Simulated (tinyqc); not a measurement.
# Punch-through p+-n junction, ionisation integral and breakdown: several studies

A p+ layer at x < 0 and an n drift layer from x = 0 to L on an n+ substrate. Depletion approximation, built-in voltage neglected. Local ionisation coefficients alpha_n = an exp(-(bn/E)^mx), alpha_p = ap exp(-(bp/E)^mx). Electrons move towards +x, holes towards x = 0.

Inputs (values chosen for the exercise); material values close to those of 4H silicon carbide:
```
symbol,value,unit,meaning
eps_r,9.75,,relative permittivity
an,1.71e8,1/cm,prefactor of the electron ionisation coefficient
bn,3.19e7,V/cm,field constant for electrons
ap,3.45e8,1/cm,prefactor of the hole ionisation coefficient
bp,2.63e7,V/cm,field constant for holes
mx,1,,exponent
mu,860,cm^2/(V s),electron mobility of the drift layer
N,8.8e15,cm^-3,donor density of the drift layer
L,12,um,thickness of the drift layer
```

Constants: q = 1.602176634e-19 C, eps0 = 8.8541878128e-14 F/cm where lengths are in cm. Results are converted to the units shown.

Each table varies one quantity; the others keep the values above.

## Multiplication against voltage

W = sqrt(2 eps0 eps_r V/(q N)), peak field E0 = q N W/(eps0 eps_r), falling linearly to 0 at W; if W > L the layer is punched through: W = L, E0 = V/L + q N L/(2 eps0 eps_r), falling linearly to E1 = V/L - q N L/(2 eps0 eps_r). G(x) = integral from 0 to x of (alpha_n - alpha_p); I_n = integral of alpha_n exp(-G) (electrons injected at x = 0), I_p = integral of alpha_p exp(G(end) - G) (holes injected at the far edge); M = 1/(1 - I). Integrals on a fine grid; BV is where I_n = 1. Here BV = 2095.14 V; the Miller exponent is n = ln(1 - 1/M)/ln(V/BV).

Multiplication against voltage:
```
V (V)	E0 (kV/cm)	I_n	I_p	M_n	M_p	Miller n, electrons	Miller n, holes
838	1.65e3	3.46e-5	0.00245	1.00	1.00	11.2	6.56
1050	1.85e3	3.38e-4	0.0164	1.00	1.02	11.6	5.95
1260	2.03e3	0.00186	0.0660	1.00	1.07	12.4	5.34
1470	2.20e3	0.00813	0.200	1.01	1.25	13.6	4.54
1680	2.38e3	0.0327	0.466	1.03	1.87	15.5	3.46
1800	2.48e3	0.0747	0.658	1.08	2.93	17.1	2.75
1930	2.59e3	0.203	0.850	1.25	6.68	19.4	1.97
2010	2.65e3	0.413	0.939	1.70	16.3	21.3	1.53
2060	2.70e3	0.681	0.979	3.13	46.8	22.7	1.28
```

What does the table show?

M_n rises from 1.000 to 3.13 and M_p from 1.002 to 46.8; both diverge at BV. The Miller exponent for electrons rises from 11.2 to 22.7 and that for holes falls from 6.56 to 1.28, so one exponent describes neither over the whole range. The larger multiplication belongs to holes, whose coefficient at the peak field of the last row is 16.1 times the other.

## Effect of the drift doping

Same model as above.

Specific on-resistance Ron = L/(q mu N) with constant mobility and full ionisation.

Effect of the drift doping:
```
N (cm^-3)	BV (V)	E0 at BV (kV/cm)	W at BV (um)	Ron (mohm cm^2)	BV^2/Ron (MW/cm^2)	eps0 eps_r mu E0^3/4 (MW/cm^2)
7.3e14	2.69e3	2.32e3	12.0	11.9	605	2.32e3
1.4e15	2.67e3	2.38e3	12.0	6.22	1.15e3	2.52e3
2.7e15	2.62e3	2.48e3	12.0	3.23	2.13e3	2.84e3
5.2e15	2.44e3	2.61e3	12.0	1.67	3.55e3	3.31e3
1e16	1.97e3	2.75e3	12.0	0.871	4.45e3	3.88e3
1.9e16	1.20e3	2.91e3	8.25	0.458	3.15e3	4.57e3
3.7e16	695	3.09e3	4.50	0.235	2.05e3	5.47e3
7e16	414	3.28e3	2.52	0.124	1.38e3	6.55e3
```

BV falls from 2690 to 414 V while the critical field rises from 2320 to 3280 kV/cm. BV goes as N^(-0.01) between the first two rows and N^(-0.81) between the last two (a coefficient proportional to E^7 gives -0.75 without punch-through). BV^2/Ron goes from 605 through a maximum of 4450 (at N = 1e16 among the rows listed) to 1380 MW/cm^2; the layer is punched through at breakdown in 5 of the 8 rows.

## Effect of the drift thickness

Same model as above.

The value eps0 eps_r mu E0^3/4 holds for a triangular field; a layer that punches through can exceed it.

Effect of the drift thickness:
```
L (um)	BV (V)	E0 at BV (kV/cm)	W at BV (um)	Ron (mohm cm^2)	BV^2/Ron (MW/cm^2)	eps0 eps_r mu E0^3/4 (MW/cm^2)
2.5	637	2.75e3	2.50	0.206	1.97e3	3.87e3
3.4	835	2.73e3	3.40	0.280	2.49e3	3.80e3
4.5	1.06e3	2.73e3	4.50	0.371	3.04e3	3.77e3
6.1	1.36e3	2.73e3	6.10	0.503	3.67e3	3.76e3
8.2	1.69e3	2.73e3	8.20	0.676	4.20e3	3.76e3
11	2.01e3	2.73e3	11.0	0.907	4.46e3	3.76e3
15	2.25e3	2.73e3	15.0	1.24	4.10e3	3.76e3
20	2.27e3	2.73e3	16.7	1.65	3.14e3	3.76e3
27	2.27e3	2.73e3	16.7	2.23	2.32e3	3.76e3
```

Read the table: what changes, and by how much?

BV rises from 637 to 2270 V and saturates once L exceeds the free depleted width of 16.7 um, while Ron keeps rising as L. BV^2/Ron goes from 1970 through a maximum of 4460 (at L = 11 um among the rows listed) to 2320 MW/cm^2. The best row has L = 0.66 of that width: the last part of the triangle adds little voltage but its full share of resistance.

Program tinyqc, `OMP_NUM_THREADS=1 python tinyqc.py 2120140 2120141 out.jsonl`; Intel Xeon 2.30GHz, shared host, one thread, about 0.1 s.
